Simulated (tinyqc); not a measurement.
Capture against temperature: configuration-coordinate model of carrier capture at a defect.

Two parabolas of equal curvature k in one coordinate Q: with the carrier free at the band edge, U_f = k Q^2/2; with the carrier trapped, U_t = k (Q - dQ)^2/2 - ET. ER = k dQ^2/2, Huang-Rhys factor S = ER/hw, hw = 0.0646541 sqrt(k/M) eV for k in eV/angstrom^2 and M in u. The curves cross at a height Eb = (ER - ET)^2/(4 ER) above the free minimum.

Multiphonon factor for giving p = ET/hw phonons to the lattice: W = exp(-S (2 nb + 1)) ((nb + 1)/nb)^(p/2) I_p(x), nb = 1/(exp(hw/kT) - 1), x = 2 S sqrt(nb (nb + 1)), I_p the modified Bessel function. Classical limit: W = hw exp(-Eb/kT)/sqrt(4 pi ER kT). At T = 0: exp(-S) S^p/Gamma(p + 1).

Constants: kB = 8.617333262e-05 eV/K.

Inputs chosen for the exercise (out of a larger set: of the size met at a DX centre in AlGaAs; not measured data):
- ET = 0.19 eV (thermal depth of the level below the band edge)
- ER = 0.73 eV (relaxation energy)
- hw = 0.013 eV (phonon energy of the mode)

The local activation energy is -d ln W/d(1/kT), by central differences with T changed by 1 %.

Against T:

| T (K) | kT/hw | log10 W | log10 W, classical | activation energy (eV) |
|---|---|---|---|---|
| 40 | 0.265 | -9.599 | -13.718 | 0.0227 |
| 60 | 0.398 | -8.108 | -9.612 | 0.0501 |
| 80 | 0.530 | -6.886 | -7.578 | 0.0661 |
| 120 | 0.795 | -5.348 | -5.569 | 0.0797 |
| 160 | 1.061 | -4.486 | -4.583 | 0.0841 |
| 220 | 1.458 | -3.755 | -3.794 | 0.0855 |
| 300 | 1.989 | -3.235 | -3.251 | 0.0842 |
| 400 | 2.651 | -2.887 | -2.894 | 0.0811 |
| 550 | 3.646 | -2.617 | -2.620 | 0.0753 |

log10 W at T = 0 = -10.480
Eb = 0.0999 eV

At 40 K log10 W is -9.60, against -10.48 at T = 0 and -13.7 classically; at 550 K the two forms differ by 0.00. The activation energy read from an Arrhenius plot goes from 0.023 eV at 40 K to 0.075 at 550 K, with its largest value 0.086 at 220 K, against Eb = 0.100 eV; the classical form itself gives Eb - kT/2. A measured slope therefore understates the barrier.

(tinyqc, `OMP_NUM_THREADS=1 python tinyqc.py 1482625 1482626 out.jsonl`, Intel(R) Xeon(R) Processor @ 2.30GHz, 1 thread, shared host, about 0.01 s.)
